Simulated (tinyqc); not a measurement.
# Ellipsometry and reflectance of a transparent film on an absorbing substrate: effects of single changes

Air (index 1), film, substrate with N2 = n2 - i k2; time factor exp(+i w t). q_j = sqrt(N_j^2 - sin^2 th), root with positive real part. Fresnel coefficients r_s = (q_a - q_b)/(q_a + q_b), r_p = (N_b^2 q_a - N_a^2 q_b)/(N_b^2 q_a + N_a^2 q_b). tan(Psi) exp(i Delta) = R_p/R_s, Delta taken from 0 to 360 degrees.

Parameters, values chosen for the exercise; indices close to those of silicon dioxide on silicon:
- lam = 405 nm (wavelength)
- th = 70 degrees (angle of incidence)
- n1 = 1.466 (index of the transparent film)
- d = 48 nm (film thickness)
- n2 = 5.42 (index of the substrate)
- k2 = 0.329 (extinction coefficient of the substrate)

Each table varies one quantity; the others keep the values above.

## Psi and Delta against the film thickness

beta = 2 pi d q1/lam, X = exp(-2 i beta), R = (r01 + r12 X)/(1 + r01 r12 X) for p and s. The last column is the derivative of Delta.

Results:
```
d (nm)  Psi (degrees)  Delta (degrees)  |R_p|^2  |R_s|^2  dDelta/dd (degrees/nm)
0               19.30            175.5  0.09501   0.7744                  -3.154
0.5             19.33            173.9  0.09523   0.7744                  -3.147
1               19.35            172.4  0.09552   0.7743                  -3.138
1.5             19.39            170.8  0.09588   0.7742                  -3.127
2               19.43            169.2  0.09631   0.7741                  -3.114
2.5             19.48            167.7  0.09680   0.7739                  -3.099
3               19.53            166.1  0.09737   0.7737                  -3.082
4               19.66            163.1  0.09870   0.7733                  -3.042
```

Estimate the missing row, d = 3.5 nm.

Computed row:
```
d (nm)  Psi (degrees)  Delta (degrees)  |R_p|^2  |R_s|^2  dDelta/dd (degrees/nm)
3.5             19.59            164.6  0.09800   0.7735                  -3.063
```

With this row back in the table: Delta falls from 175.51 to 163.07 degrees while Psi moves from 19.30 to 19.66: Delta changes 34.9 times as much as Psi. With the slope of the first row an error of 0.01 degree in Delta means 0.0032 nm.

## Effect of the angle of incidence

Same model as above.

dDelta/dd is the derivative of Delta; period lam/(2 q1).

Results:
```
th (degrees)  Psi (degrees)  Delta (degrees)  |R_p|^2  |R_s|^2  dDelta/dd (degrees/nm)  period (nm)
50                    39.09            144.4   0.2637   0.3997                 -0.2551        162.0
55                    37.78            134.3   0.2626   0.4370                 -0.3529        166.6
60                    36.53            121.9   0.2646   0.4821                 -0.4427        171.2
65                    35.55            107.0   0.2740   0.5365                 -0.4978        175.7
70                    35.18            89.27   0.2988   0.6015                 -0.4871        180.0
80                    37.74            46.74   0.4613   0.7702                 -0.2567        186.5
85                    40.96            23.52   0.6609   0.8768                 -0.1169        188.3
```

Estimate the missing row, th = 75 degrees.

Computed row:
```
th (degrees)  Psi (degrees)  Delta (degrees)  |R_p|^2  |R_s|^2  dDelta/dd (degrees/nm)  period (nm)
75                    35.80            68.97   0.3532   0.6789                 -0.3974        183.6
```

With this row back in the table: Psi goes from 39.1 through a minimum of 35.2 (at th = 70 among the rows listed) to 41.0 degrees and |R_p|^2 goes from 0.264 through a minimum of 0.263 (at th = 55 among the rows listed) to 0.661. The slope of Delta is largest in size, 0.498 degrees/nm, at th = 65 among the rows. The bare substrate has its smallest |R_p| near arctan(n2) = 79.5 degrees.

Numbers from tinyqc (`OMP_NUM_THREADS=1 python tinyqc.py 2870139 2870140 out.jsonl`; about 0.4 s on one thread of a shared Intel Xeon 2.30GHz).
